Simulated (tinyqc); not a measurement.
# Six-transistor SRAM cell, nodal equations and margins: what changes with what

Two cross-coupled inverters (pull-down bn, pull-up bp) hold the nodes Q and QB; access transistors (ba, threshold VTn, gate on the word line at Vdd when selected) join them to the bit lines. Transistor (EKV form, voltages against the body): I = 2 n b Vt^2 [F(vp - Vs) - F(vp - Vd)] from drain to source, F(v) = ln^2(1 + exp(v/(2 Vt))), vp = (Vg - VT + sg |Vd - Vs|)/n. n-channel bodies are at 0; for the p-channel device all voltages are counted down from Vdd. b in uA/V^2 gives I in uA. For an access transistor the bit line is the drain and the node the source. In a read both bit lines are at Vdd. The cell is symmetric (no mismatch).

Values chosen for this exercise: temperature T = 400 K; supply voltage Vdd = 0.9 V; slope factor n = 1.16; drain-induced barrier lowering sg = 0.114; n-channel threshold VTn = 0.25 V; p-channel threshold (magnitude) VTp = 0.33 V; gain factor of the pull-down transistor bn = 270 uA/V^2; gain factor of the access transistor ba = 110 uA/V^2; gain factor of the pull-up transistor bp = 85 uA/V^2.

Constants: q = 1.602176634e-19 C, kB = 1.380649e-23 J/K, Vt = kB T/q. Results are converted to the units shown.

Each table varies one quantity; the others keep the values above.

## Effect of the drain-induced barrier lowering

f(x) is the node voltage of one half-cell for input x: In = Ip in hold, In = Ip + Ia in a read. Static noise margin: side of the largest square between the curve (x, f(x)) and its mirror image (f(y), y); with h(c) the root x of f(x) - x = c, it is the maximum over c > 0 of h(c) - h(-c) + c. Q is the low node in a read and Iread the current of its access transistor. The write trip is the voltage to which the bit line of the high node must fall (the other staying at Vdd) for that state to vanish; higher is easier, and a negative value means that a grounded bit line does not write.

Results:
```
sg	hold margin (mV)	read margin (mV)	Q in a read (mV)	Iread (uA)	write trip (mV)
0.02	318.7	176.4	91.98	14.84	259.1
0.08	288.3	142.3	103.8	16.69	278.5
0.11	273.2	126.0	109.9	17.61	288.6
0.14	258.2	110.1	116.2	18.52	299.5
0.17	243.4	94.75	122.9	19.40	311.7
```

Estimate the missing row, sg = 0.05.

Computed row:
```
sg	hold margin (mV)	read margin (mV)	Q in a read (mV)	Iread (uA)	write trip (mV)
0.05	303.5	159.2	97.85	15.77	268.8
```

With this row back in the table: As sg goes from 0.02 to 0.17, the read margin falls from 176 to 94.7 mV, the write trip rises from 259 to 312 mV and Iread rises from 14.8 to 19.4 uA. The read margin is 0.55 of the hold margin in the first row and 0.39 in the last. Read stability and write ability pull in opposite directions. At sg = 0.17 the read margin is under 100 mV, which threshold mismatch, left out here, can use up in a large array.

## Effect of the supply voltage

Same model as above.

Results:
```
Vdd (V)	hold margin (mV)	read margin (mV)	Q in a read (mV)	Iread (uA)	write trip (mV)
0.4	110.7	40.34	37.17	1.212	156.9
0.5	149.7	62.65	49.63	2.904	176.7
0.7	217.7	99.22	79.18	8.738	228.9
0.85	258.9	118.6	102.7	15.19	274.0
1	294.1	132.7	126.7	23.41	323.1
```

Estimate the missing row, Vdd = 0.6 V.

Computed row:
```
Vdd (V)	hold margin (mV)	read margin (mV)	Q in a read (mV)	Iread (uA)	write trip (mV)
0.6	185.6	82.49	63.96	5.420	201.3
```

With this row back in the table: As Vdd goes from 0.4 to 1 V, the read margin rises from 40.3 to 133 mV, the write trip rises from 157 to 323 mV and Iread rises from 1.21 to 23.4 uA. The read margin is 0.36 of the hold margin in the first row and 0.45 in the last. For Vdd = 0.4 to 0.7 V the read margin is under 100 mV, which threshold mismatch, left out here, can use up in a large array.

tinyqc, about 0.1 s, one thread, Intel Xeon 2.30GHz (shared host): `OMP_NUM_THREADS=1 python tinyqc.py 2340024 2340025 out.jsonl`
